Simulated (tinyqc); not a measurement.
Printed widths: electron-beam lithography: double-Gaussian proximity function, edge placement and dose correction for parallel lines. Computed by tinyqc, a small Python program. Command: `OMP_NUM_THREADS=1 python tinyqc.py 3112694 3112695 out.jsonl proximity walk`. One thread of a shared host (Intel(R) Xeon(R) Processor @ 2.30GHz), about 0.01 s of CPU time with the checks.

Lines are infinitely long. Absorbed energy is counted so that the middle of a very large area written at dose 1 receives 1; the resist develops where it exceeds 1/2.

Inputs (values chosen for the exercise, of the order of those for 50 keV electrons in resist on silicon): forward range alpha = 0.012 micrometre; backscatter range beta = 9 micrometre; backscatter ratio eta = 0.54.

line widths (micrometre): 0.1  1.4  9.2  0.066  0.034

gaps between the lines (micrometre): 1.1  0.18  0.12  0.13

Method:
- The first line starts at x = 0; each next one starts after the width and the gap.
- f(r) = [exp(-r^2/alpha^2)/alpha^2 + eta exp(-r^2/beta^2)/beta^2]/(pi (1 + eta)). A line from a to b at dose d gives E(x) = d [S(alpha) + eta S(beta)]/(1 + eta), S(s) = [erf((b - x)/s) - erf((a - x)/s)]/2.
- M_ij is the mean of E at the two edges of line i from line j at dose 1.
- Uncorrected edge energies are M 1. Solve M d = 1/2 for the doses d that put the mean edge energy of every line at the threshold.
- Edges are the roots of E(x) = 1/2 between a line centre and the middle of the next gap. Three cases: dose 1 everywhere; one common dose equal to the mean of d; the corrected doses.

Lines (micrometre):
```
line  left edge  right edge  centre
1         0.000       0.100   0.050
2         1.200       2.600   1.900
3         2.780      11.980   7.380
4        12.100      12.166  12.133
5        12.296      12.330  12.313
```

corrected doses: 1 1.10930, 2 1.01403, 3 1.00684, 4 1.04892, 5 1.05841

Width error, printed less drawn (nm):
```
line  drawn width (nm)   dose 1  mean dose  corrected
1                  100  -2.4246    -0.9315   2.80e-05
2                 1400  -0.4045     1.0828   3.53e-04
3                 9200  -0.2441     1.2429   3.50e-05
4                   66  -1.1251     0.3610   1.80e-05
5                   34  -1.3263     0.1609   1.00e-05
```

With the common mean dose the errors span 2.2 nm. With corrected doses the largest error is below 0.01 nm.

Extremes, crossings and ranges named in words are read from the listed rows.
